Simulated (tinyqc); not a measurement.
# On-chip interconnect, size-dependent resistivity and RC delay: two studies

A rectangular line between two neighbours and two ground planes. Surface and grain-boundary scattering are added to the bulk resistivity as corrections; capacitances are parallel-plate values without fringing; inductance is ignored.

Parameters, values chosen for the exercise; metal values close to those of aluminium: bulk resistivity rho0 = 2.68 uohm cm; bulk mean free path lam = 19.4 nm; specular share of surface scattering ps = 0; reflection coefficient of grain boundaries Rg = 0.3; grain size over the metal width gr = 1; drawn line width wd = 19 nm; aspect ratio, height over width AR = 2.4; liner on both walls and the bottom, not conducting tl = 2.2 nm; space to the neighbouring lines sp = 19 nm; dielectric height to the planes above and below hd = 26 nm; relative permittivity of the dielectric ek = 3; Miller factor of the neighbours Mf = 1; line length Lw = 6.3 um; driver resistance Rd = 17000 ohm; load capacitance Cl = 1.2 fF; bulk resistivity of the second metal (close to copper) rho2 = 1.69 uohm cm; mean free path of the second metal lam2 = 40.6 nm; liner of the second metal tl2 = 2.1 nm.

Constants: eps0 = 8.8541878128e-12 F/m. Results are converted to the units shown.

Each table varies one quantity; the others keep the values above.

## Delay against the space to the neighbouring lines

Metal width x = wd - 2 tl, height y = AR wd - tl; grain boundaries (Mayadas-Shatzkes): al = (lam/(gr x)) Rg/(1 - Rg), g = 1/[1 - 3 al/2 + 3 al^2 - 3 al^3 ln(1 + 1/al)] - 1; surfaces (Fuchs-Sondheimer, thick limit): s = (3/8) lam (1 - ps)(1/x + 1/y); rho = rho0 (1 + g + s); r = rho/(x y); c = eps0 ek (2 wd/hd + 2 Mf AR wd/sp). Elmore delay tE = Rd (c Lw + Cl) + r Lw (c Lw/2 + Cl); t50 is the time at which the far end of a ladder of 30 pi sections (half capacitances at both ends, Cl at the far end, a step applied through Rd) reaches half the step; line share r Lw/(Rd + r Lw); estimate 0.69 Rd (c Lw + Cl) + 0.38 r c Lw^2 + 0.69 r Lw Cl.

The same in every row: rho (uohm cm) = 6.596; r (ohm/um) = 104.1; line share of the resistance (%) = 3.714.

Delay against the space to the neighbouring lines:

| sp (nm) | c (fF/um) | tE (ps) | t50 (ps) | estimate (ps) |
|---|---|---|---|---|
| 9.5 | 0.2938 | 53.26 | 37.03 | 36.79 |
| 13 | 0.2252 | 45.77 | 31.81 | 31.61 |
| 18 | 0.1734 | 40.12 | 27.88 | 27.71 |
| 25 | 0.1357 | 36.00 | 25.02 | 24.86 |
| 35 | 0.1080 | 32.98 | 22.91 | 22.77 |
| 49 | 0.08826 | 30.82 | 21.41 | 21.28 |
| 68 | 0.07445 | 29.31 | 20.36 | 20.24 |
| 95 | 0.06432 | 28.21 | 19.59 | 19.47 |

What does the table show?

As sp goes from 9.5 to 95, r stays at 104 ohm/um, c falls from 0.294 to 0.0643 fF/um and t50 falls from 37.0 to 19.6 ps. t50/tE lies between 0.694 and 0.695, and the estimate is within 0.64 % of t50.

## Two metals against line width

Metal width x = wd - 2 tl, height y = AR wd - tl; grain boundaries (Mayadas-Shatzkes): al = (lam/(gr x)) Rg/(1 - Rg), g = 1/[1 - 3 al/2 + 3 al^2 - 3 al^3 ln(1 + 1/al)] - 1; surfaces (Fuchs-Sondheimer, thick limit): s = (3/8) lam (1 - ps)(1/x + 1/y); rho = rho0 (1 + g + s); r = rho/(x y). The second metal has rho2, lam2 and tl2 in place of rho0, lam and tl; ps, Rg, gr and AR are shared.

Two metals against line width:

| wd (nm) | rho, first (uohm cm) | rho, second (uohm cm) | r, first (ohm/um) | r, second (ohm/um) | ratio second/first |
|---|---|---|---|---|---|
| 6.5 | 27.72 | 31.94 | 9852 | 1.029e4 | 1.044 |
| 8 | 17.64 | 20.38 | 2883 | 3137 | 1.088 |
| 10 | 12.49 | 14.16 | 1023 | 1115 | 1.089 |
| 13 | 9.192 | 10.04 | 368.6 | 392.2 | 1.064 |
| 17 | 7.193 | 7.510 | 147.9 | 151.6 | 1.025 |
| 22 | 5.950 | 5.920 | 66.81 | 65.60 | 0.9819 |
| 30 | 4.955 | 4.640 | 27.73 | 25.73 | 0.9280 |
| 45 | 4.132 | 3.578 | 9.619 | 8.280 | 0.8609 |
| 70 | 3.587 | 2.873 | 3.298 | 2.632 | 0.7979 |
| 120 | 3.199 | 2.369 | 0.9684 | 0.7156 | 0.7389 |

The resistivity of the first metal falls from 27.7 to 3.20 uohm cm and that of the second goes from 31.9 to 2.37 uohm cm as the line widens. The products rho0 lam, which set the size effect, are 52.0 and 68.6 uohm cm nm. The two resistances cross at wd = 19.8 nm: below it the first metal gives the lower line resistance. For widths well under the mean free path the thick-limit surface term is only a guide.

Range of the model: The metal width is under the mean free path, where the thick-limit surface term and the simple sum of corrections lose accuracy.

Computed by the program tinyqc: `OMP_NUM_THREADS=1 python tinyqc.py 2100122 2100123 out.jsonl`, one thread of a shared Intel Xeon 2.30GHz, about 0.01 s for the whole run.
